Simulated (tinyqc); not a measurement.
# Electron mobility in a silicon inversion layer, empirical terms and Matthiessen rule: universality: two dopings at the same effective field

Inversion layer of sheet density Ns on a uniformly doped body, under a high-permittivity gate with an interlayer. The mobility terms are empirical power laws with prefactors chosen for the exercise; adding their inverses (Matthiessen) is itself an approximation.

ni = sqrt(Nc Nv) exp(-Eg/(2 Vt)), Eg in volts; Ndep = sqrt(2 eps0 eps_r Nb (2 Vt ln(Nb/ni) + Vsb)/q); E = q (Ndep + eta Ns)/(eps0 eps_r), in MV/cm. With t = T/(300 K): muC = Ac (Ns/1e12 cm^-2) t/(Nb/1e17 cm^-3 + Nit/1e11 cm^-2), muP = Ap E^(-1/3) t^(-1.75), muS = As E^(-gs), muR = Ar exp(2 ti/lr)/t; 1/mu is the sum of the inverses. For each E, Ns is chosen to give that field on bodies with Nb = 2e16 and 1.6e17 cm^-3; the last column leaves out muC.

Inputs (values chosen for the exercise); material values close to those of silicon:

| symbol | value | unit | meaning |
|---|---|---|---|
| T | 293 | K | temperature |
| Eg | 1.13 | eV | band gap |
| eps_r | 11.8 |  | relative permittivity of the semiconductor |
| Nc | 2.68e19 | cm^-3 | conduction-band density of states at T |
| Nv | 2.54e19 | cm^-3 | valence-band density of states at T |
| Vsb | 0 | V | reverse body bias |
| eta | 0.5 |  | weight of the inversion charge in the effective field |
| Ap | 388 | cm^2/(V s) | phonon-limited mobility at 1 MV/cm and 300 K |
| As | 1210 | cm^2/(V s) | roughness-limited mobility at 1 MV/cm |
| gs | 2 |  | exponent of the roughness term |
| Ac | 1600 | cm^2/(V s) | Coulomb prefactor |
| Nit | 3.3e11 | cm^-2 | charge at the interface |
| Ar | 200 | cm^2/(V s) | remote-phonon mobility without interlayer |
| ti | 1.4 | nm | interlayer thickness |
| lr | 0.6 | nm | decay length of remote phonons |

Constants: q = 1.602176634e-19 C, kB = 1.380649e-23 J/K, Vt = kB T/q, eps0 = 8.8541878128e-14 F/cm where lengths are in cm. Results are converted to the units shown.

Universality: two dopings at the same effective field:
```
E (MV/cm)	Ns, light body (cm^-2)	mu, light (cm^2/(V s))	Ns, heavy body (cm^-2)	mu, heavy (cm^2/(V s))	without muC (cm^2/(V s))
0.219	1.961e12	367.9	1.572e11	46.46	634.4
0.286	2.835e12	394.8	1.031e12	209.0	573.8
0.373	3.970e12	399.2	2.166e12	295.1	515.2
0.485	5.430e12	385.2	3.626e12	328.1	458.0
0.633	7.361e12	356.5	5.557e12	326.3	399.9
0.824	9.852e12	317.2	8.048e12	301.6	341.8
1.07	1.306e13	270.8	1.126e13	263.2	284.0
1.4	1.736e13	219.2	1.556e13	215.8	225.6
```

The heavily doped body has 0.126 of the mobility of the light one in the first row and 0.984 in the last; there they lie 4.3 % below and 2.8 % below the curve without Coulomb scattering, which depends on E alone. The heavy body leaves that curve at low E because its field comes mostly from depletion charge and few carriers screen.

Numbers from tinyqc (`OMP_NUM_THREADS=1 python tinyqc.py 2510037 2510038 out.jsonl`; about 0.01 s on one thread of a shared Intel Xeon 2.30GHz).
